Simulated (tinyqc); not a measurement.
From results back to parameters: standing waves and exposure in a photoresist film. Two cases, with inputs chosen for the exercise.

Problem. Bleaching of a resist on an index-matched plate: T(0) = T12 exp(-(A + B) d), T(end) = T12 exp(-B d), T12 = 1 - ((n1 - 1)/(n1 + 1))^2, and the first slope dT/dD = T(0) C A T12 (1 - exp(-(A + B) d))/(A + B). Here d = dT and D is the dose; A, B and C are hidden.

Find: A; B; C.

Method. A = ln(T(end)/T(0))/d, B = ln(T12/T(end))/d, and the slope then gives C.

Case 1.

Values chosen (out of a larger set: a resist on W, indices near tabulated ones; not measured data): n1 = 1.689 (resist index); dT = 0.776 micrometre (resist thickness on an index-matched plate).

T(0) = 0.648802
T(end) = 0.871318
dT/dD = 0.0017974 cm^2/mJ

Solution.

A = 0.38 1/micrometre
B = 0.09 1/micrometre
C = 0.012 cm^2/mJ

Case 2.

Values chosen (out of a larger set: a resist on polySi, indices near tabulated ones; not measured data): n1 = 1.679 (resist index); dT = 0.199 micrometre (resist thickness on an index-matched plate).

T(0) = 0.751793
T(end) = 0.769962
dT/dD = 0.00037720 cm^2/mJ

Solution.

A = 0.12 1/micrometre
B = 0.98 1/micrometre
C = 0.025 cm^2/mJ

Computed by tinyqc, one run a case: `OMP_NUM_THREADS=1 python tinyqc.py N N+1 out.jsonl` with N = 1650318, 1650342; one thread of a shared Intel(R) Xeon(R) Processor @ 2.30GHz, about 0.01 s a run at most.
